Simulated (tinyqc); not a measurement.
Inside a calculation. Method: UHF in the sto-3g basis, for H3-, spin multiplicity 1. The basis has no diffuse functions, so it cannot describe the extra electron: this is an exercise in the method, not the real anion. One step of it, computed by the program tinyqc.

Question. Iteration 3: diagonalisation and new density. A level shift of 0.5 hartree raises the virtual space: F + shift (S - S D(s) S), with D(s) the density of one spin. Diagonalise F' = X^T F X, C = X C', fill 2 alpha and 2 beta electrons from the bottom; D(s) = C_occ C_occ^T. Each column has its largest component positive (the first on a tie).

F(alpha) (hartree):
```
,1H 1s,2H 1s,3H 1s
1H 1s,0.105059,-0.202054,-0.238726
2H 1s,-0.202054,-0.012634,-0.084768
3H 1s,-0.238726,-0.084768,0.303712
```

F(beta) (hartree):
```
,1H 1s,2H 1s,3H 1s
1H 1s,0.105534,-0.244527,-0.191343
2H 1s,-0.244527,0.288918,-0.086216
3H 1s,-0.191343,-0.086216,-0.002939
```

X:
```
,1,2,3
1H 1s,1.235886,-0.010254,0.501237
2H 1s,-0.814241,-0.747589,0.398567
3H 1s,-0.761575,0.782648,0.387280
```

D(alpha) after iteration 2:
```
,1H 1s,2H 1s,3H 1s
1H 1s,0.529915,-0.260233,0.387857
2H 1s,-0.260233,1.148418,-0.303612
3H 1s,0.387857,-0.303612,0.296424
```

D(beta) after iteration 2:
```
,1H 1s,2H 1s,3H 1s
1H 1s,0.518882,0.377434,-0.256375
2H 1s,0.377434,0.282465,-0.276302
3H 1s,-0.256375,-0.276302,1.145078
```

overlap S:
```
,1H 1s,2H 1s,3H 1s
1H 1s,1.000000,0.511332,0.490345
2H 1s,0.511332,1.000000,0.146558
3H 1s,0.490345,0.146558,1.000000
```

Give: F' = X^T F X; orbital energies; coefficients C; F' = X^T F X; orbital energies; coefficients C; D(alpha) after iteration 3; D(beta) after iteration 3.

Answer.

F' = X^T F X (alpha) (hartree):
```
,1,2,3
1,1.5036,-0.4097,-0.0312
2,-0.4097,0.3532,0.0869
3,-0.0312,0.0869,-0.1284
```

orbital energies (alpha) (hartree): MO1 -0.1448, MO2 0.2368, MO3 1.6364

coefficients C (alpha):
```
,MO1,MO2,MO3
1H 1s,0.4561,-0.4667,1.1631
2H 1s,0.5615,0.8679,-0.5588
3H 1s,0.2493,-0.5718,-0.9764
```

F' = X^T F X (beta) (hartree):
```
,1,2,3
1,1.5297,0.3880,-0.0359
2,0.3880,0.3254,-0.0799
3,-0.0359,-0.0799,-0.1255
```

orbital energies (beta) (hartree): MO1 -0.1399, MO2 0.2239, MO3 1.6457

coefficients C (beta):
```
,MO1,MO2,MO3
1H 1s,0.4626,-0.4545,1.1654
2H 1s,0.2696,-0.5455,-1.0052
3H 1s,0.5440,0.8808,-0.5204
```

D(alpha) after iteration 3:
```
,1H 1s,2H 1s,3H 1s
1H 1s,0.4259,-0.1490,0.3806
2H 1s,-0.1490,1.0685,-0.3562
3H 1s,0.3806,-0.3562,0.3891
```

D(beta) after iteration 3:
```
,1H 1s,2H 1s,3H 1s
1H 1s,0.4206,0.3726,-0.1486
2H 1s,0.3726,0.3702,-0.3338
3H 1s,-0.1486,-0.3338,1.0717
```
